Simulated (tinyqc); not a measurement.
# Strained Delta valleys, repopulation and conductivity mass: mobility against stress

A cubic crystal with three pairs of conduction valleys along x, y and z under uniaxial stress X along [001] (X > 0 is tension); current along [110]. Non-degenerate electrons, fixed total density, one relaxation time for all valleys and stresses, masses unchanged by strain, so the mobility goes as the mean inverse mass.

Stress s_ij = X a_i a_j with a the unit vector along [001]; strain e_ii = s11 s_ii + s12 (s_jj + s_kk), e_ij = s44 s_ij/2. Valley shift dE = Xu (n.e.n - trace(e)/3) with n the valley axis; share f proportional to exp(-dE/Vt). Inverse mass along the current d = [110]: (n.d)^2/ml + (1 - (n.d)^2)/mt; mu/mu0 = sum f (1/m) over the plain mean of 1/m. The linear estimate is 1 - pi X with pi the small-stress slope -d(mu/mu0)/dX.

Inputs (values chosen for the exercise); values close to those of silicon:
```
symbol  value   unit                      meaning
T         300      K                  temperature
s11       7.9  1/TPa                   compliance
s12     -2.19  1/TPa                   compliance
s44      12.8  1/TPa                   compliance
Xu          9     eV  shear deformation potential
ml      0.923     m0            longitudinal mass
mt      0.195     m0              transverse mass
```

Constants: q = 1.602176634e-19 C, kB = 1.380649e-23 J/K, Vt = kB T/q. Results are converted to the units shown.

Mobility against stress:
```
X (MPa),splitting (meV),largest share,mu/mu0,linear estimate
25,2.2702,0.34294,0.98972,0.98956
50,4.5405,0.35225,0.97976,0.97912
100,9.0810,0.36985,0.96092,0.95824
200,18.162,0.40075,0.92786,0.91647
400,36.324,0.44537,0.88012,0.83294
700,63.567,0.47949,0.84360,0.70765
1000,90.810,0.49266,0.82952,0.58236
1500,136.22,0.49872,0.82303,0.37353
2500,227.03,0.49996,0.82170,-0.044111
```

The ratio mu/mu0 falls from 0.990 to 0.822; pi = 41.8e-11 1/Pa. The linear estimate of the change is 1.015 times the computed change in the first row and 5.86 times it in the last: once the splitting is several Vt (Vt = 25.9 meV) the upper valleys are nearly empty and little is left to move. At X = 2500 MPa the stress passes 1.5 GPa, where intervalley scattering and masses change too.

Numbers from tinyqc (`OMP_NUM_THREADS=1 python tinyqc.py 2530027 2530028 out.jsonl`; about 0.01 s on one thread of a shared Intel Xeon 2.30GHz).
